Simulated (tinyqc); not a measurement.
Long-channel MOSFET, surface-potential model: one step of the calculation.

n-channel transistor on a uniformly doped p-type body, gradual-channel approximation, constant mobility, Boltzmann statistics, full ionisation. Potentials are counted from the neutral body; V is the electron quasi-Fermi potential, Vsb at the source and Vsb + Vds at the drain. Charges are magnitudes per area.

Problem. Body potential, insulator capacitance and body factor. ni = sqrt(Nc Nv) exp(-Eg/(2 Vt)), Eg in volts; phiF = Vt ln(Na/ni); Cox = eps0 eox/tox; gamma = sqrt(2 q eps0 eps_r Na)/Cox. VT = Vfb + 2 phiF + gamma sqrt(2 phiF + Vsb), m = 1 + gamma/(2 sqrt(2 phiF + Vsb)).

Values chosen for this exercise; material values close to those of silicon:
- T = 300 K (temperature)
- Eg = 1.12 eV (band gap)
- eps_r = 11.5 (relative permittivity of the semiconductor)
- Nc = 2.85e19 cm^-3 (conduction-band density of states at T)
- Nv = 2.64e19 cm^-3 (valence-band density of states at T)
- Na = 3e15 cm^-3 (acceptor density of the body)
- eox = 7.6 (relative permittivity of the gate insulator)
- tox = 5.7 nm (insulator thickness)
- Vfb = -0.91 V (flat-band voltage)
- Vsb = 1 V (source-body reverse bias)

Constants: q = 1.602176634e-19 C, kB = 1.380649e-23 J/K, Vt = kB T/q, eps0 = 8.8541878128e-14 F/cm where lengths are in cm. Results are converted to the units shown.

Find: ni; phiF; Cox; gamma; VT; m.

Solution.

ni = 1.073e10 cm^-3
phiF = 0.3242 V
Cox = 1.181 uF/cm^2
gamma = 0.02650 V^0.5
VT = -0.2276 V
m = 1.010

Computed by the program tinyqc: `OMP_NUM_THREADS=1 python tinyqc.py 2360103 2360104 out.jsonl`, one thread of a shared Intel Xeon 2.30GHz, about 0.05 s for the whole run.
